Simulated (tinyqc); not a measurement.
## Depletion-mode phase shifter in a rib waveguide and its Mach-Zehnder modulator: effect of the junction offset towards the n side

A lateral p-n junction at x0 in a waveguide whose mode intensity is a Gaussian of rms width s about x = 0; p side at smaller x. Reverse bias removes carriers and raises the index. Abrupt junction, doping uniform over the whole mode, lumped electrode (no travelling-wave effects).

Free-carrier changes (empirical, N and P in cm^-3): |dn| = 8.5e-18 P^0.8 for holes, 8.8e-22 N for electrons; absorption 6e-18 P and 8.5e-18 N in 1/cm. W = sqrt(2 eps0 eps_r (Vb + V)(1/Na + 1/Nd)/q); edges xp = x0 - W Nd/(Na + Nd), xn = x0 + W Na/(Na + Nd); F(x) = [1 + erf(x/(sqrt(2) s))]/2. dneff = G {dn_h [F(xp(0)) - F(xp(V))] + dn_e [F(xn(V)) - F(xn(0))]}; VpiL = lam V/(2 dneff); loss = a0 + 4.343 G {a_h F(xp) + a_e [1 - F(xn)]} dB/cm at V; C = eps0 eps_r hr/W + Cf; fRC = 1/(2 pi Rs C).

Parameters, values chosen for the exercise; values close to those of silicon near 1550 nm: wavelength lam = 1530 nm; relative permittivity of the semiconductor eps_r = 11.7; acceptor density Na = 7e17 cm^-3; donor density Nd = 1.1e18 cm^-3; built-in voltage Vb = 0.97 V; rms width of the lateral mode intensity s = 110 nm; vertical confinement times ng/n G = 0.91; rib height hr = 220 nm; fringe capacitance Cf = 33 pF/m; series resistance Rs = 17.7 ohm mm; reverse bias V = 1.5 V; passive loss a0 = 1.9 dB/cm.

Constants: q = 1.602176634e-19 C, eps0 = 8.8541878128e-14 F/cm where lengths are in cm. Results are converted to the units shown.

The same in every row: C (pF/m) = 296.7; fRC (GHz) = 30.30.

Result of one run:
```
x0 (nm)	dneff	VpiL (V cm)	loss (dB/cm)	VpiL x loss (V dB)
30	1.386e-4	0.8282	19.24	15.94
```

What becomes of these results when the junction offset towards the n side x0 is changed from 30 to -105 nm, all else the same?

Result of the changed run:
```
x0 (nm)	dneff	VpiL (V cm)	loss (dB/cm)	VpiL x loss (V dB)
-105	7.354e-5	1.560	30.57	47.70
```

The whole series:
```
x0 (nm)	dneff	VpiL (V cm)	loss (dB/cm)	VpiL x loss (V dB)
-150	4.401e-5	2.607	34.04	88.74
-105	7.354e-5	1.560	30.57	47.70
-60	1.057e-4	1.085	26.41	28.67
-15	1.306e-4	0.8785	22.36	19.64
30	1.386e-4	0.8282	19.24	15.94
75	1.260e-4	0.9109	17.50	15.94
120	9.801e-5	1.171	17.01	19.92
165	6.515e-5	1.761	17.26	30.40
```

As x0 goes from -150 to 165 nm, VpiL goes from 2.61 through a minimum of 0.828 (at x0 = 30 nm among the rows listed) to 1.76 V cm, the loss goes from 34.0 through a minimum of 17.0 (at x0 = 120 nm among the rows listed) to 17.3 dB/cm, their product goes from 88.7 through a minimum of 15.9 (at x0 = 30 nm among the rows listed) to 30.4 V dB and fRC stays at 30.3 GHz. In the row of smallest VpiL the p-side edge moves from -3.09 to -22.8 nm and the n-side edge from 51.1 to 63.6 nm, against s = 110 nm.

tinyqc, about 0.01 s, one thread, Intel Xeon 2.30GHz (shared host): `OMP_NUM_THREADS=1 python tinyqc.py 2650037 2650038 out.jsonl`
